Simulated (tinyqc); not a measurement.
# Threshold spread from leakage statistics

Problem. VT is Gaussian with standard deviation s and Ioff goes as exp(-VT/(n Vt)), so Ioff is log-normal: mean/median = exp(w^2/2) with w = s/(n Vt). Find w, s, the relative standard deviation sqrt(exp(w^2) - 1) and the share of devices that leak more than the mean, erfc(w/(2 sqrt(2)))/2.

Values chosen for this exercise: temperature T = 300 K; subthreshold factor n = 1.27.

Constants: q = 1.602176634e-19 C, kB = 1.380649e-23 J/K, Vt = kB T/q. Results are converted to the units shown.

mean/median of the off current = 2.9664372

Answer. w = sqrt(2 ln(mean/median)); the mean lies w/2 standard deviations out in ln Ioff.

w = 1.47
s = 48.4 mV
relative standard deviation = 2.79
share above the mean = 23.0 %

Program tinyqc, `OMP_NUM_THREADS=1 python tinyqc.py 2090148 2090149 out.jsonl`; Intel Xeon 2.30GHz, shared host, one thread, about 0.01 s.
